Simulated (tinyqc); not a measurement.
Gain factor and gap resistance from two string resistances.

Inverse problem. At small bit-line voltage each of the 64 cells has the resistance 1/(K x) at overdrive x (no mobility reduction) in series with a gap resistance Rg. Find K, Rg and the share of the gaps at the higher overdrive.

resistance of a string of 64 equal cells at overdrives of 3.8 and 7.5 V (kohm): [3487.5188, 2003.8095]

Answer. The resistance per cell is a straight line in 1/x with slope 1/K and intercept Rg.

K = 5.600 uA/V^2
Rg = 7.500 kohm
share of the gaps = 23.95 %

Numbers from tinyqc (`OMP_NUM_THREADS=1 python tinyqc.py 2142138 2142139 out.jsonl`; about 0.8 s on one thread of a shared Intel Xeon 2.30GHz).
